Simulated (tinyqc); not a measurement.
Inside a calculation: Gamma, L and X subbands of a thin body with non-parabolic valleys. Values are carried at full precision from step to step, so a last printed digit may differ when a step is redone from the rounded ones.

Hard walls, flat band, c = hbar^2/2m0, energies from the bulk Gamma edge. For a valley at angle theta to the normal 1/m_z = cos^2/ml + sin^2/mt and m_d = sqrt(ml mt^2/m_z). Subband n starts at E_v + e with e (1 + a e) = c (n pi/t)^2/m_z, and its density-of-states mass is taken as m_d (1 + 2 a e), without further growth at higher in-plane energy. Groups are named by valley and degeneracy.

Constants: hbar^2/2m0 = 3.80998211 eV angstrom^2; kB = 8.617333262e-05 eV/K.

Values chosen for the exercise (near those of a thin InP channel; shifted at random, so the results belong to these values and not to a real crystal): face = 110 (surface); mG = 0.0783 m0 (Gamma mass); aG = 0.59 1/eV (Gamma non-parabolicity); EL = 0.565 eV (L edge above Gamma); mL = (1.611, 0.098) m0 (L valleys (four, along <111>): ml, mt); EX = 0.97 eV (X edge above Gamma); mX = (0.853, 0.27) m0 (X valleys (three, along <100>): ml, mt); aS = 0.62 1/eV (non-parabolicity of L and X); t = 36 angstrom (body thickness); Ns = 3.2 x 1e12/cm^2 (sheet density); T = 300 K (temperature); eot = 10 angstrom (equivalent oxide thickness).

## Valley groups

List degeneracy, edge, m_z, m_d and a.

Groups:
```
group  g  E_v (eV)     m_z     m_d  a (1/eV)
G1     1     0.000  0.0783  0.0783      0.59
L2     2     0.565  0.2621  0.2430      0.62
L2'    2     0.565  0.0980  0.3973      0.62
X2     2     0.970  0.4102  0.3894      0.62
X1     1     0.970  0.2700  0.4799      0.62
```

## Subband edges

n = 1 to 8 for each group; list the ten lowest.

Subbands:
```
subband  g  E (eV)  DOS mass
G1 n=1   1  0.3128    0.1072
L2 n=1   2  0.6690    0.2743
L2' n=1  2  0.8206    0.5233
L2 n=2   2  0.9267    0.3519
G1 n=2   1  0.9499    0.1661
X2 n=1   2  1.0379    0.4221
X1 n=1   1  1.0711    0.5401
X2 n=2   2  1.2156    0.5079
L2 n=3   2  1.2610    0.4526
X1 n=2   1  1.3227    0.6898
```

The lowest subband is G1 n=1, 356 meV below L2 n=1; in the bulk the lowest valley is Gamma.

## Filling and quantum capacitance

n_i = g m/(2 pi c) kB T ln(1 + exp((EF - E_i)/kB T)), sum n_i = Ns (1e12/cm^2 = 1e-4/angstrom^2), c = hbar^2/2m0. Quantum capacitance Cq = 1602.176634 sum g m/(2 pi c) f_i in microfarad/cm^2 with f_i = 1/(1 + exp((E_i - EF)/kB T)); Cox = 34.5313/eot (one gate); C/Cox = Cq/(Cq + Cox), the centroid term left out.

Over the ten listed subbands, named by valley (G, L, X), degeneracy and number.

EF = 0.3826 eV

n_i in the order of the list (1e12/cm^2): [3.200, 0.000, 0.000, 0.000, 0.000, 0.000, 0.000, 0.000, 0.000, 0.000]

Cq = 6.72 microfarad/cm^2
Cox = 3.453 microfarad/cm^2
C/Cox = 0.661

EF lies 70 meV above the lowest edge; Gamma holds 100 % of the electrons. The low density of states costs 34 % of the gate capacitance.

## Checks

- Cq against the slope dNs/dEF by finite differences, microfarad/cm^2: both 6.72.

tinyqc: `OMP_NUM_THREADS=1 python tinyqc.py 1252158 1252159 out.jsonl`; about 0.02 s, one thread, shared Intel(R) Xeon(R) Processor @ 2.30GHz.
